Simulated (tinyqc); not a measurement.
What each parameter does: ellipsoidal valleys in the axes of a wafer and a channel.

Valleys with axes a along x, y and z, one whole valley each; inverse mass tensor w = 1/mt + (1/ml - 1/mt) a a. Device axes: z = nz/|nz|, x = nx/|nx|, y = z cross x; in them a = (ax, ay, az). Confinement mass mz = 1/w_zz. In the plane w_ij is replaced by u_ij = w_ij - w_iz w_jz/w_zz (i, j = x, y); density-of-states mass md = 1/sqrt(det u); conductivity mass along x mc = 1/u_xx; ballistic transport mass mx = u_yy/det u, width mass my = 1/u_yy.

Hard walls: E_n = c (n pi/t)^2/mz, c = hbar^2/2m0, n = 1, 2, 3. Non-degenerate share of a valley proportional to md sum_n exp(-E_n/kT); mean 1/mc = sum of share/mc. 1 nm = 10 angstrom.

Constants: hbar^2/2m0 = 3.80998211 eV angstrom^2; kB = 8.617333262e-05 eV/K.

Values chosen for the exercise (near those of the X valleys of AlAs; the results hold for these values, not for the real material): ml = 1.138 m0 (longitudinal mass); mt = 0.203 m0 (transverse mass); nz = (0, 0, 1) (surface normal (confinement)); nx = (1, 0, 0) (channel direction); t = 2.6 nm (thickness of the film); T = 77 K (temperature).

Lowest E1, its share and the mean conductivity mass. Each row changes one parameter from the base and keeps the others.

Results:

| case | lowest E1 (meV) | share | mean mc (m0) |
|---|---|---|---|
| base | 48.88 | 1.0000 | 0.2030 |
| ml = 1.024 m0 | 54.32 | 1.0000 | 0.2030 |
| mt = 0.223 m0 | 48.88 | 1.0000 | 0.2230 |
| t = 2.86 nm | 40.40 | 1.0000 | 0.2030 |
| T = 84.7 K | 48.88 | 1.0000 | 0.2030 |

The largest shifts from the base row, up to three for each result and ties (the steps differ in size, so this ranks the rows, not the parameters). lowest E1 (meV): t -8.48, ml +5.44; unchanged at the printed digits by mt and T. share: unchanged at the printed digits by ml, mt, t and T. mean mc (m0): mt +0.0200; unchanged at the printed digits by ml, t and T.

Run: tinyqc, `OMP_NUM_THREADS=1 python tinyqc.py 1880307 1880308 out.jsonl`; Intel(R) Xeon(R) Processor @ 2.30GHz, one thread, shared host; about 0.01 s of CPU time with all checks.
